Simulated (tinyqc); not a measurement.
From results back to parameters: spherical quantum dot. Two cases, with inputs chosen for the exercise.

Problem. The transition energy below was computed from a hidden radius.

Brus estimate with the correlation term of Kayanuma, both carriers between hard walls: E = Eg + c (pi/R)^2 (1/mw + 1/mh) - 1.786 q/(eps R) - 0.248 Ry*, with q = e^2/(4 pi eps0), Ry* = Ry mu/eps^2, 1/mu = 1/mw + 1/mh, a* = a0 eps/mu, c = hbar^2/2m0. It assumes R below about a*.

Constants: hbar^2/2m0 = 3.80998211 eV angstrom^2; e^2/(4 pi eps0) = 14.39964547 eV angstrom; Ry = 13.60569312 eV; a0 (Bohr radius) = 0.5291772105 angstrom; hc = 1239.841984 eV nm.

Case 1.

Values chosen (near those of an InGaAs dot in InP; not measured data):
- Eg = 0.8 eV (bulk gap)
- mw = 0.0409 m0 (mass inside)
- mh = 0.6 m0 (hole mass)
- eps = 13.3 (dielectric constant inside)

E = 0.826370 eV

Case 2.

Values chosen (near those of an InGaAs dot in InAlAs; not measured data):
- Eg = 0.82 eV (bulk gap)
- mw = 0.0408 m0 (mass inside)
- mh = 0.43 m0 (hole mass)
- eps = 13.3 (dielectric constant inside)

E = 1.076401 eV

Find: E - Eg + 0.248 Ry*; R.

Solution. With u = 1/R the formula is a quadratic A u^2 - B u - D = 0, A = c pi^2/mu, B = 1.786 q/eps, D = E - Eg + 0.248 Ry*; for D > 0 it has one positive root, R = 2A/(B + sqrt(B^2 + 4 A D)).

Case 1.

E - Eg + 0.248 Ry* = 0.0271 eV
R = 158.0 angstrom

Case 2.

E - Eg + 0.248 Ry* = 0.2571 eV
R = 59.0 angstrom

Computed by tinyqc, one run a case: `OMP_NUM_THREADS=1 python tinyqc.py N N+1 out.jsonl` with N = 1282280, 1282364; one thread of a shared Intel(R) Xeon(R) Processor @ 2.30GHz, about 0.06 s a run at most.
